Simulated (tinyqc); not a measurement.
# Worked calculation: silicon n-p-n transistor, Gummel numbers and transit times

Program tinyqc, `OMP_NUM_THREADS=1 python tinyqc.py 2320161 2320162 out.jsonl`; Intel Xeon 2.30GHz, shared host, one thread, about 0.01 s. Printed values are rounded.

One-dimensional n-p-n transistor in the forward active mode at low injection. In the base p(x) = NB exp(-eta x/wb) and ni(x)^2 = ni^2 exp((g0 + g1 x/wb)/Vt); electrons leave the base at vsat; band spikes at the emitter junction and recombination inside the emitter are ignored.

Parameters, values chosen for the exercise; band and dielectric values close to those of silicon:
- T = 300 K (temperature)
- Eg = 1.13 eV (band gap)
- eps_r = 11.7 (relative permittivity)
- Nc = 2.85e19 cm^-3 (conduction-band density of states at T)
- Nv = 2.65e19 cm^-3 (valence-band density of states at T)
- vsat = 1.01e7 cm/s (saturation velocity)
- wb = 110 nm (neutral base width)
- NB = 3.1e17 cm^-3 (base doping at the emitter edge)
- eta = 0 (doping falls as exp(-eta x/wb))
- g0 = 0 eV (gap reduction at the emitter edge of the base)
- g1 = 0 eV (further gap reduction across the base (linear))
- Dn = 13 cm^2/s (electron diffusion coefficient in the base)
- NE = 1.4e20 cm^-3 (emitter doping)
- gE = 0.102 eV (gap reduction in the emitter (negative: wider gap))
- we = 140 nm (neutral emitter width)
- Dp = 2.2 cm^2/s (hole diffusion coefficient in the emitter)
- Se = 2e6 cm/s (recombination velocity at the emitter contact)
- tb = 1e-8 s (electron lifetime in the base)
- NC = 1.1e16 cm^-3 (collector doping)
- VCB = 1.9 V (collector-base reverse bias)

Constants: q = 1.602176634e-19 C, kB = 1.380649e-23 J/K, Vt = kB T/q, eps0 = 8.8541878128e-14 F/cm where lengths are in cm. Results are converted to the units shown.

Range of the model: Heavy doping makes emitter or base degenerate; gE and g0 are to be read as apparent gap changes that include this.

## Base Gummel number and transit time

f(x) = p(x) ni^2/ni(x)^2; I(x) = integral from x to wb of f/Dn, plus f(wb)/vsat; base Gummel number GB = I(0); electron density per unit flux n/(J/q) = I/f; base transit time tauB = integral of I/f over the base. Trapezoid rule on 10 equal steps.

```
point,x (nm),f (cm^-3),I (s/cm^4),I/f (s/cm)
0,0.000,3.1e17,2.93001e11,9.45164e-7
1,11.000,3.1e17,2.66770e11,8.60548e-7
2,22.000,3.1e17,2.40539e11,7.75933e-7
3,33.000,3.1e17,2.14308e11,6.91318e-7
4,44.000,3.1e17,1.88078e11,6.06702e-7
5,55.000,3.1e17,1.61847e11,5.22087e-7
6,66.000,3.1e17,1.35616e11,4.37471e-7
7,77.000,3.1e17,1.09385e11,3.52856e-7
8,88.000,3.1e17,8.31546e10,2.68241e-7
9,99.000,3.1e17,5.69238e10,1.83625e-7
10,110.000,3.1e17,3.06931e10,9.90099e-8
```

GB = 2.93001e11 s/cm^4
tauB = 5.74296 ps

With 4000 steps GB = 2.930e11 s/cm^4 and tauB = 5.743 ps. A uniform base would give wb^2/(2 Dn) + wb/vsat = 5.74 ps.

## Gain, Early voltage and collector delay

ni = sqrt(Nc Nv) exp(-Eg/(2 Vt)), Eg in volts; GE = NE exp(-gE/Vt)(we/Dp + 1/Se); JC = J0 exp(VBE/Vt), J0 = q ni^2/GB; gain limited by back injection GE/GB, by base recombination tb/tauB, together 1/beta = the sum of the inverses; collector layer one-sided, Wc = sqrt(2 eps0 eps_r (Vbc + VCB)/(q NC)), Vbc = Vt ln(p(wb) NC/ni^2), Cjc = eps0 eps_r/Wc; Early voltage VA = GB q p(wb)/(f(wb) Cjc [1/Dn - (eta + g1/Vt)/(wb vsat)]), f(wb) = p(wb) exp(-(g0 + g1)/Vt), p(wb) = NB exp(-eta); tauC = Wc/(2 vsat).

ni = 8.86060e9 cm^-3
GE = 1.85848e13 s/cm^4
J0 = 4.29307e-11 A/cm^2
GE/GB = 63.4292
tb/tauB = 1741.26
beta = 61.1998
Wc = 564.625 nm
Cjc = 0.183474 fF/um^2
VA = 33.2620 V
tauC = 2.79518 ps

The gain is limited more by back injection into the emitter. beta VA = 2040 V.
